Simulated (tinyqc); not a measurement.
What each parameter does: exciton in an atomically thin sheet (Rytova-Keldysh potential).

Relative motion in the plane with V(k) = -2 pi q/(k (kap + r0 k)), q = e^2/(4 pi eps0), c = hbar^2/2m0. Normalised Gaussians exp(-a_i r^2): with A = a_i + a_j, S_ij = 2 sqrt(a_i a_j)/A, T_ij = (4c/mu)(a_i a_j/A) S_ij, V_ij = -q S_ij times the integral over k from 0 to infinity of exp(-k^2/4A)/(kap + r0 k).

Converged values use 20 Gaussians with exponents 2^i/b^2, i = -11 to 8, b the larger of a0 kap/(2 mu) and sqrt(a0 r0/mu), a0 = 0.5291772 angstrom; p states use r exp(i theta) exp(-a r^2).

Constants: hbar^2/2m0 = 3.80998211 eV angstrom^2; e^2/(4 pi eps0) = 14.39964547 eV angstrom.

Values chosen for the exercise (near those of a MoS2 monolayer; not measured data):

| symbol | value | unit | meaning |
|---|---|---|---|
| me | 0.463 | m0 | electron mass |
| mh | 0.519 | m0 | hole mass |
| kap | 2.45 |  | mean dielectric constant of the surroundings |
| r0 | 43.1 | angstrom | screening length of the sheet |
| Eg | 2.143 | eV | gap, in these surroundings |

1/mu = 1/me + 1/mh; converged values. Eg is held fixed when kap or r0 changes: the shrinking of the gap by stronger screening, which offsets most of the shift of the 1s line, is left out. Each row changes one parameter from the base and keeps the others.

Results:

| case | 1s binding (meV) | 2s - 1s (meV) | 2s - 2p (meV) | 1s line (eV) |
|---|---|---|---|---|
| base | 305.7 | 205.3 | 29.4 | 1.837 |
| me = 0.556 m0 | 316.3 | 210.2 | 30.7 | 1.827 |
| mh = 0.415 m0 | 293.0 | 199.3 | 27.7 | 1.850 |
| kap = 3.92 | 207.3 | 153.5 | 16.3 | 1.936 |
| r0 = 51.7 angstrom | 272.4 | 179.1 | 26.8 | 1.871 |
| Eg = 2.25 eV | 305.7 | 205.3 | 29.4 | 1.944 |

The largest shifts from the base row, up to three for each result and ties (the steps differ in size, so this ranks the rows, not the parameters). 1s binding (meV): kap -98.3, r0 -33.3, mh -12.6; unchanged at the printed digits by Eg. 2s - 1s (meV): kap -51.8, r0 -26.2, mh -6.0; unchanged at the printed digits by Eg. 2s - 2p (meV): kap -13.0, r0 -2.6, mh -1.7; unchanged at the printed digits by Eg. 1s line (eV): Eg +0.107, kap +0.098, r0 +0.033.

Run: tinyqc, `OMP_NUM_THREADS=1 python tinyqc.py 1252688 1252689 out.jsonl`; Intel(R) Xeon(R) Processor @ 2.30GHz, one thread, shared host; about 0.03 s of CPU time with all checks.
